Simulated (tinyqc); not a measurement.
What moves the results: conductance of a narrow metal strip with scatterers (square lattice, Green functions). A value that a table varies takes the place of the one given here.

A strip of W sites across with hard walls, site energy 0 and hopping -t. Mode n = 1 to W has profile chi_n(j) = sqrt(2/(W + 1)) sin(n j pi/(W + 1)) and energy en = -2t cos(n pi/(W + 1)); E = en - 2t cos(kn a). With z_n = exp(i kn a) (Im k > 0 for closed modes, |z| < 1) each lead gives the self-energy -t z_n in mode n. One column carries the site energies v, here one foreign atom. In the mode basis V_nm = sum_j chi_n(j) v_j chi_m(j), G = (E - en + 2 t z_n - V)^-1, and t_nm = 2t sqrt(sin(kn a) sin(km a)) G_nm in size for open modes. T = sum |t_nm|^2, conductance (2e^2/h) T.

Constants: e^2/h = 3.874045865e-05 S.

Values chosen for the exercise (hopping and spacing of the size met in Cu or Al; the lattice is a model; shifted at random, so the results belong to these values and not to a real crystal): t = 1.88 eV (hopping); W = 5 (sites across); v = (5.8, 0, 0, 0, 0) eV (site energies in the scattering column); a = 2.4 angstrom (spacing); E = -0.76 eV (Fermi energy).

## Conductance steps with and without the scatterer

E is varied across the lower half of the band.

Against energy:

| E/t | E (eV) | open modes | T | reflected |
|---|---|---|---|---|
| -3.30 | -6.204 | 1 | 0.9922 | 0.0078 |
| -2.95 | -5.546 | 2 | 1.4628 | 0.5372 |
| -2.65 | -4.982 | 2 | 1.8421 | 0.1579 |
| -2.30 | -4.324 | 2 | 1.9262 | 0.0738 |
| -1.95 | -3.666 | 3 | 2.1996 | 0.8004 |
| -1.65 | -3.102 | 3 | 2.5307 | 0.4693 |
| -1.30 | -2.444 | 3 | 2.6910 | 0.3090 |
| -0.95 | -1.786 | 4 | 3.1391 | 0.8609 |
| -0.65 | -1.222 | 4 | 3.3143 | 0.6857 |
| -0.30 | -0.564 | 4 | 3.5275 | 0.4725 |
| 0.05 | 0.094 | 5 | 4.2123 | 0.7877 |

The clean strip goes from 1 to 5 open modes. The reflected flux ranges from 0.008 (E/t = -3.3) to 0.861 (E/t = -0.95). A scatterer on one site acts on one combination of modes only, so it can reflect at most one unit.

## The same scatterer in wider strips

Width (W + 1) a; the strength is the entry of v largest in size. The foreign atom sits at site W/2 + 1, rounded down. Added resistance (1/T - 1/M)/(2 e^2/h), M the number of open modes.

Against width:

| W | width (angstrom) | M | T | T/M | added resistance (ohm) |
|---|---|---|---|---|---|
| 3 | 9.6 | 3 | 2.1171 | 0.7057 | 1794.2 |
| 4 | 12.0 | 3 | 2.9428 | 0.9809 | 83.6 |
| 5 | 14.4 | 4 | 3.7925 | 0.9481 | 176.6 |
| 6 | 16.8 | 5 | 4.6509 | 0.9302 | 193.8 |
| 8 | 21.6 | 7 | 6.4929 | 0.9276 | 144.0 |
| 10 | 26.4 | 8 | 7.4566 | 0.9321 | 117.6 |
| 14 | 36.0 | 11 | 10.7625 | 0.9784 | 25.9 |
| 20 | 50.4 | 16 | 15.4520 | 0.9658 | 28.6 |

The added resistance is 1794 ohm at W = 3 and 28.6 at W = 20; from W = 10 to 20 it changes by a factor 0.24, where 1/M gives 0.50 and 1/M^2 gives 0.25. A point scatterer removes at most one unit of M (here 0.06 to 0.88), so its resistance is at most 1/(M (M - 1)) in units of h/2e^2, without bound for M = 1, with jumps where modes open or where the site sits near a node of the open modes; the largest value is at W = 3 (1794 ohm).

## What each change does

Open modes M, T and the added resistance (1/T - 1/M)/(2 e^2/h). Each row changes one parameter from the base and keeps the others.

Results:

| case | M | T | added resistance (ohm) |
|---|---|---|---|
| base | 4 | 3.4005 | 569 |
| t = 1.955 eV | 4 | 3.4234 | 543 |
| E = -0.61 eV | 4 | 3.4717 | 491 |
| v = (7.54, 0, 0, 0, 0) eV | 4 | 3.3142 | 668 |

The largest shifts from the base row, up to three for each result and ties (the steps differ in size, so this ranks the rows, not the parameters). M: unchanged at the printed digits by t, E and v. T: v -0.0863, E +0.0713, t +0.0230. added resistance (ohm): v +99, E -78, t -25.

(tinyqc, `OMP_NUM_THREADS=1 python tinyqc.py 1452493 1452494 out.jsonl`, Intel(R) Xeon(R) Processor @ 2.30GHz, 1 thread, shared host, about 0.01 s.)
